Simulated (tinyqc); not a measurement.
Worked calculation: space-charge-limited current through a thin insulating or semi-insulating film with traps. Computed by tinyqc, a small Python program that keeps every step. Command: `OMP_NUM_THREADS=1 python tinyqc.py 3006679 3006680 out.jsonl sclc walk`. One thread of a shared host (Intel(R) Xeon(R) Processor @ 2.30GHz), about 0.01 s of CPU time with the checks. Intermediate numbers are printed to about 7 digits and carried at full precision; extremes and crossings named in words are read from the listed rows.

One ohmic injecting contact at x = 0 (field zero), drift only, non-degenerate free carriers.

Inputs (values chosen for the exercise, modelled on semi-insulating GaN):

| quantity | value | unit |
|---|---|---|
| permittivity eps | 9.7 | - |
| band mobility mu | 380 | cm^2/(V s) |
| effective density of states N_c | 2.5e+18 | 1/cm^3 |
| trap density N_t | 3.2e+17 | 1/cm^3 |
| equilibrium Fermi level below the band edge, E_0 | 0.73 | eV |
| thickness d | 87 | nm |
| free density at the anode, in units of N_c | 0.00023 | - |
| temperature T | 400 | K |
| trap level E_t below the band edge | 0.44 | eV |

Traps: single level.

Constants: k_B = 8.617333262e-05 eV/K; e = 1.602176634e-19 C; eps_0 = 8.8541878128e-12 F/m.

## Equilibrium and landmark voltages

Free density n_0 = N_c exp(-E_0/k_B T) in equilibrium; trapped density n_t(n) = N_t/(1 + n_1/n), n_1 = N_c exp(-E_t/k_B T). theta = n/(n + n_t) at the anode density; trap-filled-limit voltage V_TFL = e (N_t - n_t(n_0)) d^2/(2 eps eps_0).

n_0 = 1.586152e+09 1/cm^3

n_t(n_0) = 7.099282e+13 1/cm^3

theta = 0.001815909

V_TFL = 2.258666 V

## One point of the curve

J = e mu n F and (eps eps_0/e) dF/dx = n - n_0 + n_t(n) - n_t(n_0) = rho(n). With F = J/(e mu n): d = (eps eps_0 J/(e^2 mu)) I_1 and V = (eps eps_0 J^2/(e^3 mu^2)) I_2, I_k = int_(n_L)^infinity dn/(n^(k+1) rho(n)), n_L the density at the anode; with u = n_L/n, 200 Gauss-Legendre points in t, u = 1 - (1 - t)^2. Anode field J/(e mu n_L); Mott-Gurney current (9/8) eps eps_0 mu V^2/d^3; ohmic current e n_0 mu V/d.

I_1 = 5.407766e-33 cm^6

I_2 = 4.749121e-48 cm^9

current density J = 18271.96 A/cm^2

voltage V = 2.293009 V

anode field over mean field V/d = 1.980327

trap-free Mott-Gurney current = 2931639 A/cm^2

ohmic current = 0.02545220 A/cm^2

J is 0.00623 times the trap-free law and 718000 times the ohmic current; theta is 0.00182. The field ratio is 1 for ohmic flow, 3/2 for the square law and 2 for a uniform fixed charge; here 1.98. Caution: mu V/d exceeds 1e7 cm/s, so velocity saturation would limit the current.

## The whole curve

The last column is d ln J/d ln V up to the next row.

Current against voltage:

| n_L (1/cm^3) | V (V) | J (A/cm^2) | slope |
|---|---|---|---|
| 1.70e+09 | 4.268262e-04 | 6.282489e-06 | 1.66933 |
| 9.20e+09 | 6.934332e-03 | 6.596050e-04 | 1.96668 |
| 5.10e+10 | 4.145765e-02 | 2.221304e-02 | 2.04749 |
| 2.80e+11 | 2.141401e-01 | 6.407051e-01 | 2.29981 |
| 1.60e+12 | 8.589178e-01 | 1.563240e+01 | 3.52613 |
| 8.70e+12 | 1.756944e+00 | 1.949702e+02 | 9.69171 |
| 4.80e+13 | 2.155479e+00 | 1.414014e+03 | 37.16838 |
| 2.70e+14 | 2.261861e+00 | 8.474136e+03 | 45.04658 |
| 1.50e+15 | 2.351204e+00 | 4.852613e+04 | 16.03311 |
| 8.20e+15 | 2.626371e+00 | 2.861672e+05 | 6.00209 |
| 4.50e+16 | 3.635939e+00 | 2.015943e+06 | 3.09058 |
| 2.50e+17 | 7.901313e+00 | 2.219530e+07 | - |

The slope starts at 1.67, peaks at 45.0 between 2.26 and 2.35 V and ends at 3.09. Rows below 0.34 V (10 k_B T/e) are formal, since diffusion from the contact rules there. Self-heating is left out, although J V exceeds 1e5 W/cm^2 at the last row. The last rows ignore velocity saturation (mu V/d above 1e7 cm/s). The steep part is the filling of the level near V_TFL = 2.26 V, from which N_t can be read; below it a slope near 2, where the rows show one, belongs to the square law scaled by theta.

Checks made by the program: trap-free limit against the Mott-Gurney law (relative difference 5e-08).
